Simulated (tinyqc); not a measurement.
From results back to parameters: deformation-potential model of the Delta valleys of a conduction band. Five cases, with inputs chosen for the exercise.

Problem. A uniaxial tension X1 along [100] acts on valleys along x, y, z, with shifts dE = Xd tr(e) + Xu a.e.a and Boltzmann shares. The ratio of the share of the y valleys to that of the x valleys is given.

s11 = (C11 + C12)/((C11 - C12)(C11 + 2 C12)), s12 = -C12/((C11 - C12)(C11 + 2 C12)), s44 = 1/C44; exx = s11 sxx + s12 (syy + szz) and cyclic, exy = s44 sxy/2; tension is positive. A uniaxial stress X along the unit vector n is s_ij = X n_i n_j. Biaxial (001) means sxx = syy = X.

Constants: kB = 8.617333262e-05 eV/K.

Find: splitting dE_x - dE_y; Xu.

Method. The splitting is kT ln(n_y/n_x), and it equals Xu (exx - eyy) = Xu (s11 - s12) X1; Xd drops out.

Case 1.

Values chosen (near those of Si; the results hold for these values, not for the real material): C11 = 164.2 GPa; C12 = 64.1 GPa; C44 = 79.4 GPa; X1 = 0.9 GPa (size of the stress); T = 400 K (temperature).

n_y/n_x = 12.10524

Solution.

splitting dE_x - dE_y = 85.95 meV
Xu = 9.56 eV

Case 2.

Values chosen (near those of Si; the results hold for these values, not for the real material): C11 = 170.2 GPa; C12 = 63.1 GPa; C44 = 79.9 GPa; X1 = 0.7 GPa (size of the stress); T = 300 K (temperature).

n_y/n_x = 11.32586

Solution.

splitting dE_x - dE_y = 62.75 meV
Xu = 9.60 eV

Case 3.

Values chosen (near those of Si; the results hold for these values, not for the real material): C11 = 166.6 GPa; C12 = 63.5 GPa; C44 = 80.1 GPa; X1 = 1.3 GPa (size of the stress); T = 200 K (temperature).

n_y/n_x = 620.7224

Solution.

splitting dE_x - dE_y = 110.83 meV
Xu = 8.79 eV

Case 4.

Values chosen (near those of Si; the results hold for these values, not for the real material): C11 = 167.7 GPa; C12 = 65.5 GPa; C44 = 78.3 GPa; X1 = 0.4 GPa (size of the stress); T = 300 K (temperature).

n_y/n_x = 3.795440

Solution.

splitting dE_x - dE_y = 34.48 meV
Xu = 8.81 eV

Case 5.

Values chosen (near those of Si; the results hold for these values, not for the real material): C11 = 158.9 GPa; C12 = 65.5 GPa; C44 = 84.2 GPa; X1 = 0.7 GPa (size of the stress); T = 400 K (temperature).

n_y/n_x = 7.872732

Solution.

splitting dE_x - dE_y = 71.12 meV
Xu = 9.49 eV

Computed by tinyqc, one run a case: `OMP_NUM_THREADS=1 python tinyqc.py N N+1 out.jsonl` with N = 1050120, 1050440, 1050778, 1051031, 1051252; one thread of a shared Intel(R) Xeon(R) Processor @ 2.30GHz, about 0.04 s a run at most.
